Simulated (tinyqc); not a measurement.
Inside a calculation: band gaps under pressure and temperature from deformation potentials. Values are carried at full precision from step to step, so a last printed digit may differ when a step is redone from the rounded ones.

Murnaghan: V/V0 = (1 + Bp P/B0)^(-1/Bp), B0 = (C11 + 2 C12)/3. Each gap moves by a ln(V/V0) with its volume potential a, and falls with temperature by aV T^2/(T + bV) (Varshni); the two effects are added. No change of phase is considered.

Inputs chosen for the exercise (near those of GaSb, the X and L potentials typical of such crystals; not measured data): C11 = 87.7 GPa; C12 = 39.7 GPa; Bp = 4.95 (pressure derivative of the bulk modulus); P = 5.1 GPa (pressure); Eg = 0.801 eV (gap at Gamma to the s-like level at 0 K, 0 GPa); EgX = 1.158 eV (gap to X at 0 K, 0 GPa); EgL = 0.864 eV (gap to L at 0 K, 0 GPa); aG = -8.41 eV (volume potential of the Gamma gap); aX = 1.57 eV (volume potential of the X gap); aL = -3.34 eV (volume potential of the L gap); aV = (0.42, 0.46, 0.592) meV/K (Varshni alpha of Gamma, X, L); bV = (133, 88, 140) K (Varshni beta of Gamma, X, L); T = 0 K (temperature); aT = 6.4 1e-6/K (linear thermal expansion near 300 K).

## Volume under pressure

Give B0, V/V0, ln(V/V0), the change of the lattice constant and the linear estimate -P/B0.

B0 = 55.70 GPa
V/V0 = 0.92727
ln(V/V0) = -0.07551
change of a = -2.486 %
-P/B0 = -0.09156

The stiffening under pressure makes the compression 17.5 % smaller than the linear estimate.

## Gaps at P and T

Give both shifts and the gaps.

pressure shifts (eV): Gamma 0.6351, X -0.1186, L 0.2522

temperature shifts (eV): Gamma 0.0000, X 0.0000, L 0.0000

gaps (eV): Gamma 1.4361, X 1.0394, L 1.1162

The lowest valley is X (indirect gap), 77 meV below L; at 0 K and 0 GPa it is Gamma.

## Pressure coefficients

Expand in P: E = E0 + c1 P + c2 P^2 with c1 = -a/B0 and c2 = a Bp/(2 B0^2).

c1 (meV/GPa): Gamma 150.99, X -28.19, L 59.96

c2 (meV/GPa^2): Gamma -6.709, X 1.252, L -2.664

Gamma and L rise under pressure and X falls, as the signs of the volume potentials say.

## Pressures at which the valleys cross

Two gaps meet at ln(V/V0) = -(E_i - E_j)/(a_i - a_j), with the gaps at T and P = 0; then P = (B0/Bp)(exp(-Bp ln(V/V0)) - 1). A dash marks expansion or a compression beyond ln(V/V0) = -0.3.

Crossings:

| pair | E_i - E_j (eV) | ln(V/V0) | P (GPa) |
|---|---|---|---|
| Gamma-X | -0.3570 | -0.0358 | 2.18 |
| Gamma-L | -0.0630 | -0.0124 | 0.71 |
| L-X | -0.2940 | -0.0599 | 3.88 |

The lowest valley changes at 0.71 GPa (Gamma to L) and 3.88 GPa (L to X).

## How much of dE/dT is thermal expansion

At 300 K: dE/dT = -aV T (T + 2 bV)/(T + bV)^2; expansion alone gives 3 aT a; the rest is electron-phonon coupling.

dE/dT (meV/K): Gamma -0.3804, X -0.4363, L -0.5321

from expansion (meV/K): Gamma -0.1615, X 0.0301, L -0.0641

remainder (meV/K): Gamma -0.2189, X -0.4665, L -0.4679

Expansion supplies 42 % of the slope at Gamma and 12 % at L; at X it works against the fall.

## Checks

- Slope of the Gamma gap at P = 0 by finite differences against c1 (meV/GPa): both 150.99.

tinyqc: `OMP_NUM_THREADS=1 python tinyqc.py 1050070 1050071 out.jsonl`; about 0.01 s, one thread, shared Intel(R) Xeon(R) Processor @ 2.30GHz.
